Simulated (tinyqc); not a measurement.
# One electron in a tunnel-coupled double dot: charge qubit, sensing and quantum capacitance, step by step

Numbers from tinyqc (`OMP_NUM_THREADS=1 python tinyqc.py 2470037 2470038 out.jsonl`; about 0.01 s on one thread of a shared Intel Xeon 2.30GHz). Printed values are rounded.

Basis (left, right), H = [[ep/2, tc], [tc, -ep/2]], splitting Om = sqrt(ep^2 + 4 tc^2), ep = al times the gate voltage. In equilibrium the electron is on the right with the chance P_R = [1 + (ep/Om) tanh(Om/2 kB T)]/2.

Inputs (values chosen for the exercise): tunnel coupling tc = 16 ueV; electron temperature T = 0.12 K; lever arm of the gate on the detuning al = 0.24 eV/V; parasitic capacitance of the resonator Cp = 0.3 pF; resonator frequency f0 = 539 MHz; loaded quality factor Q = 23; deviation of quasi-static detuning noise se = 3 ueV; detuning ep = 22.9 ueV.

Constants: q = 1.602176634e-19 C, kB = 1.380649e-23 J/K, hbar = 1.054571817e-34 J s, h = 6.62607015e-34 J s, Vt = kB T/q. Results are converted to the units shown.

## Splitting and occupation

Also the frequency Om/h, the mixing angle arctan2(2 tc, ep) and the weight of the right dot in the ground state, (1 + ep/Om)/2.

Om = 39.34984 ueV
Om/h = 9.514749 GHz
mixing angle = 54.41154 degree
ground-state weight = 0.7909796
kB T = 10.34080 ueV
P_R = 0.7783114

## Capacitance seen by a resonator

q^2 al^2 dP_R/d(ep) splits into Cq = q^2 al^2 (2 tc^2/Om^3) tanh(Om/2 kB T) and Ct = q^2 al^2 (ep/Om)^2/(4 kB T cosh^2(Om/2 kB T)); Ct appears only if relaxation is faster than the drive. A resonator of frequency f0, capacitance Cp and quality factor Q shifts by df = -f0 Cq/(2 Cp) and its phase by -2 Q Cq/Cp.

Cq = 74.17241 aF
Ct = 6.436159 aF
df = -66.63155 kHz
phase shift = -651.6308 millidegree

## Dephasing by charge noise

Noise in ep shifts Om by (ep/Om) d + (2 tc^2/Om^3) d^2. For Gaussian d of deviation se the spread of Om is sqrt[(ep se/Om)^2 + 2 (2 tc^2 se^2/Om^3)^2], and T2* is estimated as sqrt(2) hbar/spread; Om T2*/h counts the oscillations within T2*.

first-order spread = 1.745877 ueV
second-order spread = 0.1069544 ueV
T2* = 0.5321739 ns
oscillations within T2* = 5.063502

At ep = 0 the first-order term vanishes and T2* would be 4.68 ns.
